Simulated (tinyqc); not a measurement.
Two-dimensional electron gas with Rashba and Dresselhaus coupling, step by step. Values are carried at full precision from step to step, so a last printed digit may differ when a step is redone from the rounded ones.

H = c k^2/m + al (ky sx - kx sy) + b1 (kx sx - ky sy) + gam kx ky (kx sy - ky sx), s the Pauli matrices, x = [100], c = hbar^2/2m0, b1 = gam (pi/L)^2 (hard walls). H = c k^2/m + B.s, so E = c k^2/m -/+ |B| and the lower state has its spin along -B.

Constants: hbar^2/2m0 = 3.80998211 eV angstrom^2; hbar = 6.58211957e-16 eV s.

Values chosen for the exercise (of the size met in InSb; shifted at random, so the results belong to these values and not to a real crystal): m = 0.013 m0 (mass); al = 0.52 eV angstrom (Rashba constant); gam = 0 eV angstrom^3 (bulk Dresselhaus constant); L = 246 angstrom (width of the (001) well); n = 6.6 1e11/cm^2 (sheet density (one subband filled)); phi = 160 degrees (angle of k from [100]).

## Scales

b1; mean Fermi wave vector k0 = sqrt(2 pi n) (1e11/cm^2 = 1e-5/angstrom^2); E0 = c k0^2/m; b3 = gam k0^2/4; kR = al m/(2c) and ER = al kR/2, the shift and depth of a pure Rashba band.

b1 = 0 eV angstrom
k0 = 0.020364 1/angstrom
E0 = 121.536 meV
b3 = 0 eV angstrom
kR = 0.0008871 1/angstrom
ER = 0.2307 meV

There is no Dresselhaus term; kR is 4.4 % of k0.

## Spin-orbit field at one point of the Fermi circle

k = k0 (cos phi, sin phi). Form B, the splitting 2|B| and the direction of the lower spin, atan2(-By, -Bx).

Bx, By (meV): 3.6217  9.9506

splitting = 21.1785 meV
direction of the lower spin = -110.0 degrees

## The matrix

H = [[E0, Bx - i By], [Bx + i By, E0]] in meV; diagonalise. Precession period h/(2|B|) = 2 pi hbar/(splitting).

H (meV):
```
                  up            down
up          121.5356  3.6217-9.9506i
down  3.6217+9.9506i        121.5356
```

levels (meV): 110.9463  132.1248

period = 0.195 ps

## The two wave vectors at the energy E0 along this direction

Solve c k^2/m -/+ |B(k)| = E0. The spin turns by (k_outer - k_inner) per length, so a half turn takes pi/(difference).

k (1/angstrom): outer 0.021270, inner 0.019496

difference = 0.001774 1/angstrom
length of a half turn = 177.1 nm

For linear terms alone the difference is (m/c)|B|/k, whatever the energy: every electron along this direction turns alike, the basis of the spin transistor.

## Checks

- Difference of the Fermi wave vectors without Dresselhaus terms against al m/c: both 0.0017743.

Program tinyqc; command `OMP_NUM_THREADS=1 python tinyqc.py 1481886 1481887 out.jsonl`; about 0.01 s on one thread of a shared Intel(R) Xeon(R) Processor @ 2.30GHz.
